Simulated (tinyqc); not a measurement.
RKS/BLYP in the sto-6g basis, for BeH2, spin multiplicity 1, step by step. One step of it, computed by the program tinyqc.

Problem. Iteration 2: building the Kohn-Sham matrix. J_ij = sum D_kl (ij|kl); F = H + J + V_xc; E = tr D H + tr D J / 2 + E_xc + E_nn.

D after iteration 1:
```
            1Be 1s     1Be 2s   1Be 2px    1Be 2py   1Be 2pz      2H 1s      3H 1s
1Be 1s    2.144432  -0.569968  0.000000  -0.010220  0.000000   0.034145   0.031597
1Be 2s   -0.569968   2.236402  0.000000   0.041469  0.000000  -0.097557  -0.092315
1Be 2px   0.000000   0.000000  0.923884   0.000000  0.997099   0.000000   0.000000
1Be 2py  -0.010220   0.041469  0.000000   0.000769  0.000000  -0.001807  -0.001710
1Be 2pz   0.000000   0.000000  0.997099   0.000000  1.076116   0.000000   0.000000
2H 1s     0.034145  -0.097557  0.000000  -0.001807  0.000000   0.004299   0.004064
3H 1s     0.031597  -0.092315  0.000000  -0.001710  0.000000   0.004064   0.003843
```

core Hamiltonian H = T + V (hartree):
```
            1Be 1s     1Be 2s    1Be 2px    1Be 2py    1Be 2pz      2H 1s      3H 1s
1Be 1s   -8.509233  -2.001598   0.000000  -0.001015   0.000000  -0.189819  -0.151309
1Be 2s   -2.001598  -2.635647   0.000000  -0.008054   0.000000  -0.681755  -0.596988
1Be 2px   0.000000   0.000000  -2.151950   0.000000   0.000000   0.000000   0.000000
1Be 2py  -0.001015  -0.008054   0.000000  -2.279292   0.000000  -0.810337   0.724037
1Be 2pz   0.000000   0.000000   0.000000   0.000000  -2.151950   0.000000   0.000000
2H 1s    -0.189819  -0.681755   0.000000  -0.810337   0.000000  -1.766635  -0.016162
3H 1s    -0.151309  -0.596988   0.000000   0.724037   0.000000  -0.016162  -1.707767
```

Two-electron integrals (ij|kl) in chemists' order, unique and non-zero (hartree):
```
(11|11) 2.299996    (21|11) 0.361879    (21|21) 0.071926    (22|11) 0.570332
(22|21) 0.139654    (22|22) 0.417773    (31|31) 0.015252    (32|31) 0.022555
(32|32) 0.092340    (33|11) 0.570332    (33|21) 0.139654    (33|22) 0.417773
(33|33) 0.450117    (41|41) 0.015252    (42|41) 0.022555    (42|42) 0.092340
(43|43) 0.024258    (44|11) 0.570332    (44|21) 0.139654    (44|22) 0.417773
(44|33) 0.401601    (44|44) 0.450117    (51|51) 0.015252    (52|51) 0.022555
(52|52) 0.092340    (53|53) 0.024258    (54|54) 0.024258    (55|11) 0.570332
(55|21) 0.139654    (55|22) 0.417773    (55|33) 0.401601    (55|44) 0.401601
(55|55) 0.450117    (61|11) 0.034455    (61|21) 0.006675    (61|22) 0.013000
(61|33) 0.012893    (61|41) 0.000668    (61|42) 0.001324    (61|44) 0.013216
(61|55) 0.012893    (61|61) 0.000656    (62|11) 0.114775    (62|21) 0.028741
(62|22) 0.097768    (62|33) 0.093768    (62|41) 0.003889    (62|42) 0.025712
(62|44) 0.105768    (62|55) 0.093768    (62|61) 0.002985    (62|62) 0.039138
(63|31) 0.002309    (63|32) 0.011517    (63|43) 0.004063    (63|63) 0.002901
(64|11) 0.135080    (64|21) 0.034155    (64|22) 0.120761    (64|33) 0.113827
(64|41) 0.006178    (64|42) 0.039819    (64|44) 0.134629    (64|55) 0.113827
(64|61) 0.003675    (64|62) 0.054332    (64|64) 0.076858    (65|51) 0.002309
(65|52) 0.011517    (65|54) 0.004063    (65|65) 0.002901    (66|11) 0.288663
(66|21) 0.073476    (66|22) 0.279571    (66|33) 0.261237    (66|41) 0.009985
(66|42) 0.088818    (66|44) 0.316240    (66|55) 0.261237    (66|61) 0.007748
(66|62) 0.152172    (66|64) 0.221846    (66|66) 0.774999    (71|11) 0.027406
(71|21) 0.005314    (71|22) 0.010365    (71|33) 0.010279    (71|41) -0.000533
(71|42) -0.001061   (71|44) 0.010537    (71|55) 0.010279    (71|61) 0.000471
(71|62) 0.001961    (71|64) 0.002269    (71|66) 0.005020    (71|71) 0.000416
(72|11) 0.099102    (72|21) 0.024850    (72|22) 0.085345    (72|33) 0.081823
(72|41) -0.003323   (72|42) -0.022536   (72|44) 0.092390    (72|55) 0.081823
(72|61) 0.002129    (72|62) 0.015442    (72|64) 0.017973    (72|66) 0.043635
(72|71) 0.002059    (72|72) 0.030959    (73|31) 0.001905    (73|32) 0.009709
(73|43) -0.003479   (73|63) 0.000775    (73|73) 0.002177    (74|11) -0.118861
(74|21) -0.030075   (74|22) -0.107194   (74|33) -0.101113   (74|41) 0.005265
(74|42) 0.034885    (74|44) -0.119357   (74|55) -0.101113   (74|61) -0.002516
(74|62) -0.018365   (74|64) -0.021101   (74|66) -0.052167   (74|71) -0.002575
(74|72) -0.043577   (74|74) 0.062364    (75|51) 0.001905    (75|52) 0.009709
(75|54) -0.003479   (75|65) 0.000775    (75|75) 0.002177    (76|11) 0.002652
(76|21) 0.000649    (76|22) 0.002031    (76|33) 0.001989    (76|41) -1.60e-06
(76|42) -0.000014   (76|44) 0.002114    (76|55) 0.001989    (76|61) 0.000061
(76|62) 0.000517    (76|64) 0.000658    (76|66) 0.001620    (76|71) 0.000049
(76|72) 0.000466    (76|74) -0.000605   (76|76) 0.000010    (77|11) 0.273969
(77|21) 0.069756    (77|22) 0.267299    (77|33) 0.250478    (77|41) -0.009032
(77|42) -0.082687   (77|44) 0.300940    (77|55) 0.250478    (77|61) 0.006002
(77|62) 0.048128    (77|64) 0.056422    (77|66) 0.140701    (77|71) 0.005841
(77|72) 0.133991    (77|74) -0.197606   (77|76) 0.001620    (77|77) 0.774999
```

nuclear repulsion = 2.39348132 hartree

V_xc (hartree):
```
            1Be 1s     1Be 2s    1Be 2px    1Be 2py    1Be 2pz      2H 1s      3H 1s
1Be 1s   -1.519658  -0.201338   0.000000  -0.000364   0.000000  -0.019765  -0.015672
1Be 2s   -0.201338  -0.352493   0.000000  -0.002350   0.000000  -0.065361  -0.054646
1Be 2px   0.000000   0.000000  -0.362885   0.000000  -0.035461   0.000000   0.000000
1Be 2py  -0.000364  -0.002350   0.000000  -0.326252   0.000000  -0.073382   0.061882
1Be 2pz   0.000000   0.000000  -0.035461   0.000000  -0.368378   0.000000   0.000000
2H 1s    -0.019765  -0.065361   0.000000  -0.073382   0.000000  -0.127291  -0.001589
3H 1s    -0.015672  -0.054646   0.000000   0.061882   0.000000  -0.001589  -0.107959
```

E_xc = sum of w rho eps_xc = -3.60076110 hartree

Give: Coulomb J; Kohn-Sham matrix F; total energy of this density.

Solution.

Coulomb J (hartree):
```
         1Be 1s  1Be 2s  1Be 2px  1Be 2py  1Be 2pz   2H 1s    3H 1s
1Be 1s   6.9019  1.2769   0.0000   0.0014   0.0000  0.1204   0.0957
1Be 2s   1.2769  2.8029   0.0000   0.0062   0.0000  0.6122   0.5293
1Be 2px  0.0000  0.0000   2.8166   0.0000   0.0484  0.0000   0.0000
1Be 2py  0.0014  0.0062   0.0000   2.7680   0.0000  0.7392  -0.6497
1Be 2pz  0.0000  0.0000   0.0484   0.0000   2.8240  0.0000   0.0000
2H 1s    0.1204  0.6122   0.0000   0.7392   0.0000  1.6567   0.0133
3H 1s    0.0957  0.5293   0.0000  -0.6497   0.0000  0.0133   1.5710
```

Kohn-Sham matrix F (hartree):
```
          1Be 1s   1Be 2s  1Be 2px  1Be 2py  1Be 2pz    2H 1s    3H 1s
1Be 1s   -3.1270  -0.9260   0.0000   0.0000   0.0000  -0.0892  -0.0713
1Be 2s   -0.9260  -0.1852   0.0000  -0.0042   0.0000  -0.1349  -0.1223
1Be 2px   0.0000   0.0000   0.3018   0.0000   0.0129   0.0000   0.0000
1Be 2py   0.0000  -0.0042   0.0000   0.1625   0.0000  -0.1445   0.1362
1Be 2pz   0.0000   0.0000   0.0129   0.0000   0.3037   0.0000   0.0000
2H 1s    -0.0892  -0.1349   0.0000  -0.1445   0.0000  -0.2372  -0.0045
3H 1s    -0.0713  -0.1223   0.0000   0.1362   0.0000  -0.0045  -0.2447
```

total energy of this density = -14.585021 hartree
